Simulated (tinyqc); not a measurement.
# Composition from the perpendicular lattice constant

Question. The layer is x parts of the first compound and 1 - x of the second, grown coherently on the second as substrate and barrier. Rows of the table: lattice constant a, average valence level Ea on an absolute scale, spin-orbit splitting so, gaps at Gamma, X and L, hydrostatic deformation potentials av and ac (Gamma), shear potential b, elastic constants, electron and heavy-hole (along z) masses. All are interpolated linearly in x; gaps get -C x (1 - x), taken wholly in the conduction band; real line-ups can differ from this model by 0.1 eV or more. In-plane strain e = (a_substrate - a)/a, e_z = -2 (c12/c11) e, volume change 2 e + e_z. X-ray diffraction gives a_z = a (1 + e_z) of the coherent layer. Find x, e and the relaxed Gamma gap.

Inputs (values chosen for the exercise):
- CG = 0.1 eV (bowing of the Gamma gap)
- CX = 0.27 eV (bowing of the X gap)
- CL = 0.27 eV (bowing of the L gap)

Binary compounds, values chosen for the exercise:
```
	close to InAs	close to InP
a (angstrom)	6.058	5.869
Ea (eV)	-6.67	-7.04
so (eV)	0.379	0.109
EG (eV)	0.359	1.32
EX (eV)	1.35	2.19
EL (eV)	1.08	1.96
av (eV)	1	1.27
ac (eV)	-5.1	-5
b (eV)	-1.77	-1.68
c11 (GPa)	83.4	99.7
c12 (GPa)	45	55.7
me (m0)	0.0228	0.0794
mh (m0)	0.332	0.532
```

lattice constant along the growth direction = 5.94083063 angstrom

Solution. a_z changes steadily with x, about (1 + 2 c12/c11) times as fast as the relaxed lattice constant, so one composition matches.

x = 0.180
e = -0.576 %
relaxed Gamma gap = 1.13 eV

tinyqc, about 0.01 s, one thread, Intel Xeon 2.30GHz (shared host): `OMP_NUM_THREADS=1 python tinyqc.py 2690065 2690066 out.jsonl`
